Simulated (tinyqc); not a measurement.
## Dopant mobility from one pulse

Question. With linear drift and no window, R = Ron x + Roff (1 - x), dx/dt = k i, k = mv Ron/D^2, and so R^2 = R0^2 - 2 k (Roff - Ron) phi after the flux phi. Find x0, k, mv and the charge passed.

Inputs (values chosen for the exercise): resistance of the fully doped film Ron = 500 ohm; resistance of the undoped film Roff = 10000 ohm; film thickness D = 10 nm.

R before and after a pulse of flux 0.01 V s (ohm): 7055  5879.8831

Answer. R^2 is linear in the flux and R is linear in the charge.

x0 = 0.310
k = 8.00e4 1/C
mv = 1.60e-14 m^2/(V s)
charge = 1.55 uC

Program tinyqc, `OMP_NUM_THREADS=1 python tinyqc.py 2880051 2880052 out.jsonl`; Intel Xeon 2.30GHz, shared host, one thread, about 0.1 s.
